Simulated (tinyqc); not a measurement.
Lateral field, substrate current, probability of reaching the oxide barrier and hot-carrier lifetime of a silicon transistor (pseudo-two-dimensional and lucky-electron models): one step, computed by the program tinyqc.

Local-field models: a lucky carrier gains its energy at the peak field over a path free of collisions. Voltages are magnitudes.

Problem. Peak lateral field. C_ox = 3.9 eps_0/t; F_sat = 2 v_s/mu; V_Dsat = V_ov F_sat L/(V_ov + F_sat L), V_ov = V_G - V_T; I_D/W = C_ox v_s (V_ov - V_Dsat). Scale length l = 0.22 t^(1/3) x_j^(1/2) (all in cm); F_m = sqrt(((V_D - V_Dsat)/l_e)^2 + F_sat^2), with l_e = l; length of the velocity-saturated region l_e ln((V_D - V_Dsat)/(l_e F_sat) + F_m/F_sat).

Inputs (values chosen for the exercise, modelled on a silicon n-channel):
```
quantity                             value                      unit
channel length L                      1400                        nm
oxide thickness t                       34                        nm
junction depth x_j                     220                        nm
mobility mu                            310                cm^2/(V s)
saturation velocity v_s               0.86                  1e7 cm/s
threshold voltage V_T                 0.57                         V
gate voltage V_G                       4.1                         V
drain voltage V_D                      7.3                         V
ionisation prefactor A_i           1.8e+06                      1/cm
ionisation field B_i                  1.77                     MV/cm
hot-carrier mean free path lambda      8.1                        nm
oxide barrier phi_b                    3.1                        eV
interface-trap threshold phi_it        3.6                        eV
lifetime constant H                     10  s microampere/micrometre
```

Drain: abrupt.

Constants: eps_0 = 8.8541878128e-12 F/m.

Give: scale length l; peak field F_m; velocity-saturated length; energy gained over one free path, e lambda F_m.

Solution.

scale length l = 155.16 nm

peak field F_m = 318.91 kV/cm

velocity-saturated length = 377.72 nm

energy gained over one free path, e lambda F_m = 0.25832 eV
